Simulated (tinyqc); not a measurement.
Inside a calculation (part 1 of 2). Method: MP2 on RHF in the 6-31g basis, for H4, spin multiplicity 1. Computed by tinyqc, a small Python program that keeps every step (integrals from PySCF). Settings: charge = 0, multiplicity = 1, basis = 6-31g, method = RHF, energy threshold = 1e-10, iteration cap = 79, orthogonalisation = canonical, start = Wolfsberg-Helmholz matrix, DIIS depth = 6. Command: `OMP_NUM_THREADS=1 python tinyqc.py 23853 23854 out.jsonl` (the two numbers bound the seeds that draw the settings). One thread of a shared host (Intel(R) Xeon(R) Processor @ 2.60GHz), about 0.09 s of CPU time with the checks. The early iterations of the SCF are left out here.

## One-electron integrals

Geometry (angstrom):
```
atom        x        y        z
H     0.00000  0.00000  0.00000
H     0.00000  0.00000  0.95400
H     0.00000  0.00000  2.03200
H     0.00000  0.00000  2.98700
```

Basis 6-31g: exponents (1/bohr^2) and contraction coefficients of normalised primitives:
```
element  l (shell)  exponent  coefficient
H            s (1)  18.73114      0.03349
H            s (1)   2.82539      0.23473
H            s (1)   0.64012      0.81376
H            s (2)   0.16128      1.00000
```

Overlap, kinetic and nuclear-attraction integrals over the contracted functions; the nuclear repulsion is the sum of Za Zb / Rab.

nuclear repulsion = 2.2975690 hartree

overlap S, lower triangle:
```
         1H 1s    1H 2s    2H 1s    2H 2s    3H 1s    3H 2s    4H 1s    4H 2s
1H 1s  1.00000
1H 2s  0.65829  1.00000
2H 1s  0.28403  0.42945  1.00000
2H 2s  0.42945  0.76945  0.65829  1.00000
3H 1s  0.00603  0.09521  0.20645  0.38159  1.00000
3H 2s  0.09521  0.30452  0.38159  0.71559  0.65829  1.00000
4H 1s  0.00002  0.01021  0.00600  0.09503  0.28334  0.42906  1.00000
4H 2s  0.01021  0.07659  0.09503  0.30416  0.42906  0.76902  0.65829  1.00000
```

kinetic energy T (hartree), lower triangle:
```
          1H 1s     1H 2s     2H 1s     2H 2s    3H 1s    3H 2s    4H 1s    4H 2s
1H 1s   1.39568
1H 2s   0.25974   0.24192
2H 1s   0.05310   0.12090   1.39568
2H 2s   0.12090   0.15362   0.25974   0.24192
3H 1s  -0.01295  -0.01079  -0.00465   0.09554  1.39568
3H 2s  -0.01079   0.01527   0.09554   0.13449  0.25974  0.24192
4H 1s  -0.00014  -0.00705  -0.01291  -0.01082  0.05251  0.12069  1.39568
4H 2s  -0.00705  -0.01321  -0.01082   0.01520  0.12069  0.15347  0.25974  0.24192
```

nuclear attraction V (hartree), lower triangle:
```
          1H 1s     1H 2s     2H 1s     2H 2s     3H 1s     3H 2s     4H 1s     4H 2s
1H 1s  -2.64407
1H 2s  -1.38824  -1.55071
2H 1s  -0.73051  -1.02560  -2.95730
2H 2s  -0.94528  -1.32568  -1.59183  -1.81434
3H 1s  -0.01556  -0.22556  -0.53360  -0.91764  -2.95687
3H 2s  -0.21478  -0.55457  -0.91772  -1.31961  -1.59159  -1.81421
4H 1s  -0.00006  -0.02331  -0.01549  -0.21429  -0.72836  -0.94414  -2.64337
4H 2s  -0.02332  -0.14124  -0.22514  -0.55387  -1.02445  -1.32476  -1.38782  -1.55032
```

core Hamiltonian H = T + V (hartree), lower triangle:
```
          1H 1s     1H 2s     2H 1s     2H 2s     3H 1s     3H 2s     4H 1s     4H 2s
1H 1s  -1.24839
1H 2s  -1.12850  -1.30879
2H 1s  -0.67741  -0.90469  -1.56163
2H 2s  -0.82438  -1.17206  -1.33210  -1.57242
3H 1s  -0.02852  -0.23635  -0.53824  -0.82210  -1.56119
3H 2s  -0.22557  -0.53930  -0.82219  -1.18511  -1.33185  -1.57229
4H 1s  -0.00020  -0.03036  -0.02840  -0.22511  -0.67585  -0.82345  -1.24769
4H 2s  -0.03037  -0.15445  -0.23595  -0.53867  -0.90375  -1.17129  -1.12809  -1.30841
```

## Two-electron integrals

Functions are numbered as in S; the eight-fold symmetry (ij|kl) = (ji|kl) = (kl|ij) leaves the list below.

Two-electron integrals (ij|kl) in chemists' order, unique and non-zero (hartree):
```
(11|11) 1.07657    (21|11) 0.57847    (21|21) 0.32942    (22|11) 0.58740
(22|21) 0.36130    (22|22) 0.45315    (31|11) 0.23460    (31|21) 0.13615
(31|22) 0.15302    (31|31) 0.07559    (32|11) 0.25719    (32|21) 0.15940
(32|22) 0.20050    (32|31) 0.09549    (32|32) 0.13910    (33|11) 0.54152
(33|21) 0.34483    (33|22) 0.45212    (33|31) 0.23460    (33|32) 0.36822
(33|33) 1.07657    (41|11) 0.36822    (41|21) 0.21088    (41|22) 0.23337
(41|31) 0.09549    (41|32) 0.11490    (41|33) 0.25719    (41|41) 0.13910
(42|11) 0.42078    (42|21) 0.26110    (42|22) 0.33403    (42|31) 0.12600
(42|32) 0.17643    (42|33) 0.42078    (42|41) 0.17643    (42|42) 0.26829
(43|11) 0.34483    (43|21) 0.21817    (43|22) 0.28647    (43|31) 0.13615
(43|32) 0.21088    (43|33) 0.57847    (43|41) 0.15940    (43|42) 0.26110
(43|43) 0.32942    (44|11) 0.45212    (44|21) 0.28647    (44|22) 0.38502
(44|31) 0.15302    (44|32) 0.23337    (44|33) 0.58740    (44|41) 0.20050
(44|42) 0.33403    (44|43) 0.36130    (44|44) 0.45315    (51|11) 0.00309
(51|21) 0.00197    (51|22) 0.00261    (51|31) 0.00129    (51|32) 0.00205
(51|33) 0.00582    (51|41) 0.00146    (51|42) 0.00244    (51|43) 0.00325
(51|44) 0.00344    (51|51) 3.26e-05   (52|11) 0.03060    (52|21) 0.02007
(52|22) 0.02956    (52|31) 0.01204    (52|32) 0.02172    (52|33) 0.06039
(52|41) 0.01457    (52|42) 0.02876    (52|43) 0.03702    (52|44) 0.04566
(52|51) 0.00037    (52|52) 0.00669    (53|11) 0.07372    (53|21) 0.04834
(53|22) 0.07042    (53|31) 0.03058    (53|32) 0.05571    (53|33) 0.16215
(53|41) 0.03556    (53|42) 0.06921    (53|43) 0.09522    (53|44) 0.10903
(53|51) 0.00097    (53|52) 0.01575    (53|53) 0.03937    (54|11) 0.11028
(54|21) 0.07250    (54|22) 0.10828    (54|31) 0.04230    (54|32) 0.07706
(54|33) 0.21149    (54|41) 0.05223    (54|42) 0.10552    (54|43) 0.13264
(54|44) 0.17111    (54|51) 0.00132    (54|52) 0.02663    (54|53) 0.06039
(54|54) 0.10960    (55|11) 0.26042    (55|21) 0.17142    (55|22) 0.25915
(55|31) 0.09728    (55|32) 0.17911    (55|33) 0.48528    (55|41) 0.12254
(55|42) 0.25373    (55|43) 0.31298    (55|44) 0.42500    (55|51) 0.00309
(55|52) 0.07503    (55|53) 0.16215    (55|54) 0.32499    (55|55) 1.07657
(61|11) 0.07503    (61|21) 0.04379    (61|22) 0.04996    (61|31) 0.02200
(61|32) 0.02789    (61|33) 0.06568    (61|41) 0.02987    (61|42) 0.03984
(61|43) 0.03965    (61|44) 0.04751    (61|51) 0.00037    (61|52) 0.00369
(61|53) 0.00916    (61|54) 0.01314    (61|55) 0.03060    (61|61) 0.00669
(62|11) 0.13354    (62|21) 0.08487    (62|22) 0.11491    (62|31) 0.04576
(62|32) 0.07057    (62|33) 0.17865    (62|41) 0.05959    (62|42) 0.10054
(62|43) 0.10990    (62|44) 0.13789    (62|51) 0.00105    (62|52) 0.01419
(62|53) 0.03381    (62|54) 0.05343    (62|55) 0.13354    (62|61) 0.01419
(62|62) 0.04202    (63|11) 0.17169    (63|21) 0.11055    (63|22) 0.15165
(63|31) 0.07012    (63|32) 0.11559    (63|33) 0.32499    (63|41) 0.08128
(63|42) 0.14253    (63|43) 0.18641    (63|44) 0.20680    (63|51) 0.00186
(63|52) 0.02370    (63|53) 0.06039    (63|54) 0.08671    (63|55) 0.21149
(63|61) 0.02057    (63|62) 0.06333    (63|63) 0.10960    (64|11) 0.24392
(64|21) 0.15813    (64|22) 0.22597    (64|31) 0.08864    (64|32) 0.14719
(64|33) 0.38394    (64|41) 0.11259    (64|42) 0.20777    (64|43) 0.23878
(64|44) 0.30706    (64|51) 0.00231    (64|52) 0.03689    (64|53) 0.08497
(64|54) 0.14473    (64|55) 0.38394    (64|61) 0.02754    (64|62) 0.09460
(64|63) 0.14473    (64|64) 0.23205    (65|11) 0.17142    (65|21) 0.11280
(65|22) 0.16997    (65|31) 0.06387    (65|32) 0.11610    (65|33) 0.31298
(65|41) 0.08057    (65|42) 0.16481    (65|43) 0.20037    (65|44) 0.27088
(65|51) 0.00197    (65|52) 0.04379    (65|53) 0.09522    (65|54) 0.18641
(65|55) 0.57847    (65|61) 0.02007    (65|62) 0.08487    (65|63) 0.13264
(65|64) 0.23878    (65|65) 0.32942    (66|11) 0.25915    (66|21) 0.16997
(66|22) 0.25282    (66|31) 0.09378    (66|32) 0.16253    (66|33) 0.42500
(66|41) 0.12050    (66|42) 0.23694    (66|43) 0.27088    (66|44) 0.36950
(66|51) 0.00261    (66|52) 0.04996    (66|53) 0.10903    (66|54) 0.20680
(66|55) 0.58740    (66|61) 0.02956    (66|62) 0.11491    (66|63) 0.17111
(66|64) 0.30706    (66|65) 0.36130    (66|66) 0.45315    (71|11) 8.74e-06
(71|21) 5.73e-06   (71|22) 8.37e-06   (71|31) 3.60e-06   (71|32) 6.56e-06
(71|33) 1.89e-05   (71|41) 4.21e-06   (71|42) 8.23e-06   (71|43) 1.12e-05
(71|44) 1.30e-05   (71|51) 1.14e-07   (71|52) 1.86e-06   (71|53) 4.65e-06
(71|54) 7.14e-06   (71|55) 1.90e-05   (71|61) 1.08e-06   (71|62) 4.02e-06
(71|63) 7.13e-06   (71|64) 1.01e-05   (71|65) 1.12e-05   (71|66) 1.30e-05
(72|11) 0.00224    (72|21) 0.00148    (72|22) 0.00224    (72|31) 0.00080
(72|32) 0.00142    (72|33) 0.00370    (72|41) 0.00104    (72|42) 0.00213
(72|43) 0.00242    (72|44) 0.00349    (72|51) 2.33e-05   (72|52) 0.00055
(72|53) 0.00113    (72|54) 0.00245    (72|55) 0.00780    (72|61) 0.00025
(72|62) 0.00109    (72|63) 0.00159    (72|64) 0.00321    (72|65) 0.00461
(72|66) 0.00533    (72|71) 1.33e-07   (72|72) 0.00008    (73|11) 0.00162
(73|21) 0.00106    (73|22) 0.00160    (73|31) 0.00061    (73|32) 0.00112
(73|33) 0.00307    (73|41) 0.00076    (73|42) 0.00157    (73|43) 0.00196
(73|44) 0.00260    (73|51) 1.94e-05   (73|52) 0.00044    (73|53) 0.00097
(73|54) 0.00185    (73|55) 0.00579    (73|61) 0.00019    (73|62) 0.00082
(73|63) 0.00131    (73|64) 0.00230    (73|65) 0.00324    (73|66) 0.00343
(73|71) 1.14e-07   (73|72) 4.36e-05   (73|73) 3.23e-05   (74|11) 0.01934
(74|21) 0.01273    (74|22) 0.01932    (74|31) 0.00675    (74|32) 0.01184
(74|33) 0.03052    (74|41) 0.00892    (74|42) 0.01811    (74|43) 0.02002
(74|44) 0.02950    (74|51) 0.00019    (74|52) 0.00456    (74|53) 0.00913
(74|54) 0.02052    (74|55) 0.06553    (74|61) 0.00216    (74|62) 0.00926
(74|63) 0.01311    (74|64) 0.02748    (74|65) 0.03956    (74|66) 0.04741
(74|71) 1.08e-06   (74|72) 0.00070    (74|73) 0.00037    (74|74) 0.00666
(75|11) 0.05990    (75|21) 0.03943    (75|22) 0.05986    (75|31) 0.02112
(75|32) 0.03736    (75|33) 0.09701    (75|41) 0.02770    (75|42) 0.05664
(75|43) 0.06369    (75|44) 0.09352    (75|51) 0.00061    (75|52) 0.01532
(75|53) 0.03049    (75|54) 0.06992    (75|55) 0.23394    (75|61) 0.00675
(75|62) 0.02942    (75|63) 0.04218    (75|64) 0.08840    (75|65) 0.13578
(75|66) 0.15263    (75|71) 3.59e-06   (75|72) 0.00233    (75|73) 0.00128
(75|74) 0.02191    (75|75) 0.07521    (76|11) 0.08083    (76|21) 0.05321
(76|22) 0.08080    (76|31) 0.02774    (76|32) 0.04799    (76|33) 0.12237
(76|41) 0.03706    (76|42) 0.07471    (76|43) 0.08047    (76|44) 0.12034
(76|51) 0.00076    (76|52) 0.01791    (76|53) 0.03550    (76|54) 0.08116
(76|55) 0.25680    (76|61) 0.00892    (76|62) 0.03776    (76|63) 0.05216
(76|64) 0.11244    (76|65) 0.15917    (76|66) 0.20026    (76|71) 4.21e-06
(76|72) 0.00300    (76|73) 0.00145    (76|74) 0.02979    (76|75) 0.09516
(76|76) 0.13885    (77|11) 0.17716    (77|21) 0.11662    (77|22) 0.17715
(77|31) 0.06004    (77|32) 0.10287    (77|33) 0.26029    (77|41) 0.08089
(77|42) 0.16214    (77|43) 0.17134    (77|44) 0.25902    (77|51) 0.00162
(77|52) 0.03751    (77|53) 0.07367    (77|54) 0.17156    (77|55) 0.54102
(77|61) 0.01938    (77|62) 0.08124    (77|63) 0.11022    (77|64) 0.24379
(77|65) 0.34456    (77|66) 0.45190    (77|71) 8.74e-06   (77|72) 0.00715
(77|73) 0.00307    (77|74) 0.07488    (77|75) 0.23394    (77|76) 0.36788
(77|77) 1.07657    (81|11) 0.00715    (81|21) 0.00428    (81|22) 0.00509
(81|31) 0.00234    (81|32) 0.00315    (81|33) 0.00780    (81|41) 0.00300
(81|42) 0.00425    (81|43) 0.00461    (81|44) 0.00533    (81|51) 4.38e-05
(81|52) 0.00045    (81|53) 0.00113    (81|54) 0.00159    (81|55) 0.00371
(81|61) 0.00070    (81|62) 0.00160    (81|63) 0.00245    (81|64) 0.00321
(81|65) 0.00242    (81|66) 0.00349    (81|71) 1.33e-07   (81|72) 3.02e-05
(81|73) 2.32e-05   (81|74) 0.00025    (81|75) 0.00080    (81|76) 0.00104
(81|77) 0.00224    (81|81) 0.00008    (82|11) 0.02610    (82|21) 0.01692
(82|22) 0.02418    (82|31) 0.00948    (82|32) 0.01575    (82|33) 0.04109
(82|41) 0.01205    (82|42) 0.02223    (82|43) 0.02555    (82|44) 0.03286
(82|51) 0.00025    (82|52) 0.00395    (82|53) 0.00909    (82|54) 0.01549
(82|55) 0.04110    (82|61) 0.00295    (82|62) 0.01012    (82|63) 0.01549
(82|64) 0.02484    (82|65) 0.02556    (82|66) 0.03287    (82|71) 1.08e-06
(82|72) 0.00034    (82|73) 0.00025    (82|74) 0.00294    (82|75) 0.00946
(82|76) 0.01204    (82|77) 0.02610    (82|81) 0.00034    (82|82) 0.00266
(83|11) 0.03746    (83|21) 0.02437    (83|22) 0.03453    (83|31) 0.01533
(83|32) 0.02643    (83|33) 0.07488    (83|41) 0.01790    (83|42) 0.03308
(83|43) 0.04370    (83|44) 0.04986    (83|51) 0.00044    (83|52) 0.00630
(83|53) 0.01572    (83|54) 0.02366    (83|55) 0.06028    (83|61) 0.00456
(83|62) 0.01536    (83|63) 0.02658    (83|64) 0.03682    (83|65) 0.03695
(83|66) 0.04558    (83|71) 1.86e-06   (83|72) 0.00045    (83|73) 0.00037
(83|74) 0.00368    (83|75) 0.01199    (83|76) 0.01453    (83|77) 0.03052
(83|81) 0.00055    (83|82) 0.00394    (83|83) 0.00666    (84|11) 0.08116
(84|21) 0.05319    (84|22) 0.07887    (84|31) 0.02946    (84|32) 0.05094
(84|33) 0.13335    (84|41) 0.03776    (84|42) 0.07389    (84|43) 0.08475
(84|44) 0.11475    (84|51) 0.00082    (84|52) 0.01537    (84|53) 0.03376
(84|54) 0.06325    (84|55) 0.17845    (84|61) 0.00927    (84|62) 0.03566
(84|63) 0.05335    (84|64) 0.09448    (84|65) 0.10978    (84|66) 0.13773
(84|71) 4.02e-06   (84|72) 0.00160    (84|73) 0.00104    (84|74) 0.01415
(84|75) 0.04560    (84|76) 0.05946    (84|77) 0.13335    (84|81) 0.00109
(84|82) 0.01011    (84|83) 0.01415    (84|84) 0.04192    (85|11) 0.10281
(85|21) 0.06767    (85|22) 0.10238    (85|31) 0.03743    (85|32) 0.06743
(85|33) 0.17893    (85|41) 0.04800    (85|42) 0.09844    (85|43) 0.11599
(85|44) 0.16237    (85|51) 0.00113    (85|52) 0.02646    (85|53) 0.05565
(85|54) 0.11548    (85|55) 0.36788    (85|61) 0.01185    (85|62) 0.05096
(85|63) 0.07698    (85|64) 0.14705    (85|65) 0.21069    (85|66) 0.23316
(85|71) 6.56e-06   (85|72) 0.00315    (85|73) 0.00204    (85|74) 0.02780
(85|75) 0.09516    (85|76) 0.11465    (85|77) 0.25680    (85|81) 0.00142
(85|82) 0.01574    (85|83) 0.02165    (85|84) 0.07043    (85|85) 0.13885
(86|11) 0.16208    (86|21) 0.10662    (86|22) 0.16102    (86|31) 0.05675
(86|32) 0.09845    (86|33) 0.25353    (86|41) 0.07475    (86|42) 0.14957
(86|43) 0.16468    (86|44) 0.23676    (86|51) 0.00157    (86|52) 0.03312
(86|53) 0.06916    (86|54) 0.14243    (86|55) 0.42049    (86|61) 0.01814
(86|62) 0.07393    (86|63) 0.10543    (86|64) 0.20762    (86|65) 0.26092
(86|66) 0.33381    (86|71) 8.23e-06   (86|72) 0.00425    (86|73) 0.00242
(86|74) 0.03974    (86|75) 0.12562    (86|76) 0.17617    (86|77) 0.42049
(86|81) 0.00212    (86|82) 0.02223    (86|83) 0.02869    (86|84) 0.10037
(86|85) 0.17617    (86|86) 0.26799    (87|11) 0.11662    (87|21) 0.07677
(87|22) 0.11661    (87|31) 0.03952    (87|32) 0.06771    (87|33) 0.17134
(87|41) 0.05325    (87|42) 0.10666    (87|43) 0.11275    (87|44) 0.16989
(87|51) 0.00107    (87|52) 0.02440    (87|53) 0.04831    (87|54) 0.11048
(87|55) 0.34456    (87|61) 0.01275    (87|62) 0.05324    (87|63) 0.07246
(87|64) 0.15805    (87|65) 0.21802    (87|66) 0.28634    (87|71) 5.73e-06
(87|72) 0.00428    (87|73) 0.00196    (87|74) 0.04370    (87|75) 0.13578
(87|76) 0.21069    (87|77) 0.57847    (87|81) 0.00148    (87|82) 0.01692
(87|83) 0.02002    (87|84) 0.08475    (87|85) 0.15917    (87|86) 0.26092
(87|87) 0.32942    (88|11) 0.17715    (88|21) 0.11661    (88|22) 0.17692
(88|31) 0.06000    (88|32) 0.10244    (88|33) 0.25902    (88|41) 0.08087
(88|42) 0.16107    (88|43) 0.16989    (88|44) 0.25272    (88|51) 0.00161
(88|52) 0.03458    (88|53) 0.07038    (88|54) 0.15158    (88|55) 0.45190
(88|61) 0.01936    (88|62) 0.07895    (88|63) 0.10823    (88|64) 0.22588
(88|65) 0.28634    (88|66) 0.38489    (88|71) 8.37e-06   (88|72) 0.00509
(88|73) 0.00260    (88|74) 0.04986    (88|75) 0.15263    (88|76) 0.23316
(88|77) 0.58740    (88|81) 0.00224    (88|82) 0.02418    (88|83) 0.02950
(88|84) 0.11475    (88|85) 0.20026    (88|86) 0.33381    (88|87) 0.36130
(88|88) 0.45315
```

## Orthogonalisation

S = U s U^T; canonical form X = U s^(-1/2), so that X^T S X = 1. Each column of U has its largest component positive (the first on a tie).

eigenvalues of S: 0.02662  0.13843  0.33180  0.45047  0.61928  0.93166  2.02364  3.47810

X:
```
              1         2         3         4         5         6         7        8
1H 1s   0.05932  -0.56097  -0.82283   0.55661  -0.38882   0.53192  -0.29951  0.12388
1H 2s  -1.82257   1.33767   0.79498  -0.40425  -0.14681   0.25227  -0.30505  0.18545
2H 1s  -0.62897   0.55935  -0.28363   0.66809   0.79523  -0.40029  -0.18856  0.17420
2H 2s   3.88361  -1.09205   0.33951  -0.43741   0.06603  -0.16935  -0.16904  0.25252
3H 1s   0.62841   0.55991   0.28449   0.66862  -0.79342  -0.40204   0.18860  0.17410
3H 2s  -3.88047  -1.09411  -0.33988  -0.43692  -0.06583  -0.16975   0.16924  0.25245
4H 1s  -0.05898  -0.56059   0.82400   0.55535   0.38752   0.53256   0.29967  0.12370
4H 2s   1.81931   1.33765  -0.79605  -0.40329   0.14580   0.25256   0.30537  0.18526
```

## Iteration 7 (converged): orbitals

converged F (hartree), lower triangle:
```
          1H 1s     1H 2s     2H 1s     2H 2s     3H 1s     3H 2s     4H 1s     4H 2s
1H 1s   0.06980
1H 2s  -0.44067  -0.32300
2H 1s  -0.43996  -0.45453  -0.00001
2H 2s  -0.42386  -0.38378  -0.50866  -0.43173
3H 1s  -0.04640  -0.14107  -0.28617  -0.34559   0.00043
3H 2s  -0.16706  -0.22247  -0.34568  -0.35318  -0.50837  -0.43159
4H 1s   0.02286  -0.01273  -0.04625  -0.16680  -0.43940  -0.42348   0.07024
4H 2s  -0.01272  -0.06803  -0.14088  -0.22228  -0.45413  -0.38360  -0.44039  -0.32283
```

Diagonalise F' = X^T F X, C = X C', fill 2 alpha and 2 beta electrons from the bottom; D = 2 C_occ C_occ^T. Each column has its largest component positive (the first on a tie).

F' = X^T F X (hartree), lower triangle:
```
          1         2        3         4         5        6         7         8
1   0.89444
2  -0.00003   0.97890
3   0.16430   0.00010  0.98132
4   0.00007   0.05552  0.00007   0.84625
5  -0.43895   0.00062  0.13651  -0.00034   0.89601
6  -0.00025  -0.43928  0.00026   0.04751   0.00027  0.36283
7   0.04887   0.00003  0.08902   0.00001   0.05232  0.00014  -0.44678
8   0.00003  -0.01134  0.00001  -0.14674  -0.00016  0.00980   0.00009  -0.63932
```

orbital energies (hartree): MO1 -0.65388, MO2 -0.45617, MO3 0.12831, MO4 0.38254, MO5 0.86439, MO6 1.06318, MO7 1.20984, MO8 1.33544

coefficients C:
```
           MO1       MO2       MO3       MO4       MO5       MO6       MO7       MO8
1H 1s  0.17034  -0.23969   0.16340   0.05115   0.61884  -0.89085  -0.69598   0.25982
1H 2s  0.14113  -0.25564   0.88052  -1.60168  -0.42756   0.33204   1.03296  -1.15463
2H 1s  0.24444  -0.18267  -0.15152   0.19049   0.57856  -0.17326   0.72842  -1.02278
2H 2s  0.21140  -0.36517  -0.60940   2.52105  -0.44476   1.06774  -0.92394   2.75868
3H 1s  0.24406   0.18292  -0.15183  -0.19024   0.57796   0.17339   0.73322   1.01954
3H 2s  0.21097   0.36559  -0.60991  -2.51893  -0.43900  -1.06665  -0.93822  -2.75340
4H 1s  0.16987   0.23987   0.16344  -0.05095   0.61787   0.89283  -0.69568  -0.25578
4H 2s  0.14091   0.25612   0.88058   1.59879  -0.42913  -0.33475   1.03749   1.14828
```

D after iteration 7, lower triangle:
```
          1H 1s     1H 2s     2H 1s     2H 2s    3H 1s    3H 2s    4H 1s    4H 2s
1H 1s   0.17293
1H 2s   0.17063   0.17054
2H 1s   0.17084   0.16239   0.18624
2H 2s   0.24707   0.24637   0.23676   0.35608
3H 1s  -0.00454  -0.02464   0.05248  -0.03041  0.18605
3H 2s  -0.10338  -0.12737  -0.03043  -0.17781  0.23673  0.35634
4H 1s  -0.05711  -0.07469  -0.00459  -0.10336  0.17067  0.24707  0.17279
4H 2s  -0.07477  -0.09118  -0.02468  -0.12748  0.16248  0.24673  0.17074  0.17090
```

## Convergence

Stop when the energy changes by less than 1e-10 hartree and every element of the error matrix X^T (F D S - S D F) X is below 3e-06.

Course of the cycle:
```
iteration  E (hartree)     change  largest element of the error matrix
1           -2.0671205          -                             2.98e-01
2           -2.1784948  -1.11e-01                             6.21e-02
3           -2.1808697  -2.37e-03                             6.22e-03
4           -2.1809326  -6.29e-05                             1.11e-03
5           -2.1809345  -1.84e-06                             4.40e-05
6           -2.1809345  -1.68e-09                             2.69e-06
7           -2.1809345  -1.07e-11                             3.84e-07
```

PySCF RHF in the same basis = -2.1809345 hartree

Converged in 7 iterations.
